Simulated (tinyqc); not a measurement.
Tight binding, honeycomb lattice, step by step. One step of it, computed by the program tinyqc.

Problem. Bloch Hamiltonian at k. H_AB = -t1 (1 + exp(-i k.a1) + exp(-i k.a2)); H_AA = delta - 2 t2 sum cos(k.b + phi), H_BB = -delta - 2 t2 sum cos(k.b - phi), b = a1, a2 - a1, -a2.

Parameters chosen for this model:
```
parameter,value,unit
t1,1.540000,"eV, nearest"
t2,0.220000,"eV, second neighbours"
phi,0,"rad, phase of t2 (Haldane)"
delta,0,"eV, +/- on A and B"
```

k point k (fractions of the reciprocal vectors): -0.180000  -0.310000

Give: H(k) at k.

Solution.

H(k) at k (eV):
```
,A,B
A,-0.3266,-1.6288-2.8253i
B,-1.6288+2.8253i,-0.3266
```
